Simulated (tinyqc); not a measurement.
# Floating body of a partially depleted SOI transistor: body voltage and kink, step by step

Numbers from tinyqc (`OMP_NUM_THREADS=1 python tinyqc.py 2182012 2182013 out.jsonl`; about 0.2 s on one thread of a shared Intel Xeon 2.30GHz). Printed values are rounded.

Source at 0 V. Channel current Ic = 2 nf K Vt^2 [F(0) - F(Vd)](1 + la Vd), F(V) = ln^2(1 + exp((Vg - VT - nf V)/(2 nf Vt))), VT = VT0 - gb Vb. Saturation voltage Vs = 2 Vt sqrt(F(0)) + 3 Vt, excess Ve = (Vd - Vs + sqrt((Vd - Vs)^2 + 0.0004 V^2))/2, multiplication M1 = Ai Ve exp(-Bl/Ve). Each junction passes D(v) = J1 (exp(v/Vt) - 1) + J2 (exp(v/(2 Vt)) - 1). Bipolar current Ib = bb J1 (exp(Vb/Vt) - 1). The body settles where M1 (Ic + Ib) = D(Vb) + D(Vb - Vd) + Vb/Rb; drain current Id = (1 + M1)(Ic + Ib) - D(Vb - Vd).

Values chosen for this exercise; values of the order met in partially depleted silicon-on-insulator transistors: temperature T = 330 K; threshold at zero body voltage VT0 = 0.42 V; fall of the threshold per volt of body voltage gb = 0.21; slope factor nf = 1.27; gain factor per width K = 130 uA/(V^2 um); channel-length modulation factor la = 0.06 1/V; impact-ionisation prefactor Ai = 2.44 1/V; impact-ionisation voltage Bl = 4.6 V; diffusion saturation current of each junction J1 = 9.9e-12 uA/um; recombination saturation current of each junction J2 = 9.8e-9 uA/um; gain of the lateral bipolar transistor on the diffusion current bb = 1; resistance of a weak body tie to the source (1e9 stands for no tie, and the term is then dropped) Rb = 1e9 kohm um; gate voltage Vg = 0.85 V; drain voltage Vd = 1.9 V.

Constants: q = 1.602176634e-19 C, kB = 1.380649e-23 J/K, Vt = kB T/q. Results are converted to the units shown.

Range of the model: The multiplication law is an empirical form chosen for the exercise; self-heating and capacitive coupling to the body are left out, and the linear laws are rough once Vb passes about 0.7 V or M1 about 0.1.

## Starting value

Vb = 0.67 V.

Vb at the start = 0.67 V

## Iteration 1: new Vb

Current into the body I_in = M1 (Ic + Ib) - D(Vb - Vd), current out I_out = D(Vb) + Vb/Rb; f = ln(I_in/I_out), s = df/dVb by central differences over 1e-5 V, Vb(new) = Vb - f/s.

Ic = 18.5717 uA/um
Ve = 1.36537 V
M1 = 0.114678
I_in = 2.14915 uA/um
I_out = 0.170290 uA/um
f = 2.53532
s = -34.5158 1/V
Vb after iteration 1 = 0.743454 V

## Iteration 2: new Vb

As before.

Ic = 19.5888 uA/um
Ve = 1.35323 V
M1 = 0.110274
I_in = 2.40685 uA/um
I_out = 2.24187 uA/um
f = 0.0710090
s = -31.4186 1/V
Vb after iteration 2 = 0.745714 V

## Course of the iteration

Stop when the step is below 1e-10 V, or after 40 iterations.

Course of the iteration:
```
iteration  Vb before the step (V)  step (V)
1                            0.67    0.0735
2                        0.743454   2.26e-3
3                        0.745714   9.05e-6
4                        0.745723  1.51e-10
5                        0.745723         0
```

Converged in 5 iterations.

## Drain current with floating and with grounded body

converged Vb = 0.745723 V

Id and VT at the converged Vb, Id at Vb = 0, their ratio, and the bipolar share Ib/(Ic + Ib).

VT = 0.263398 V
Id, floating = 24.4716 uA/um
Id, grounded = 12.2353 uA/um
ratio = 2.00007
bipolar share = 10.9920 %

The body rises to 0.746 V and lowers the threshold by 157 mV.
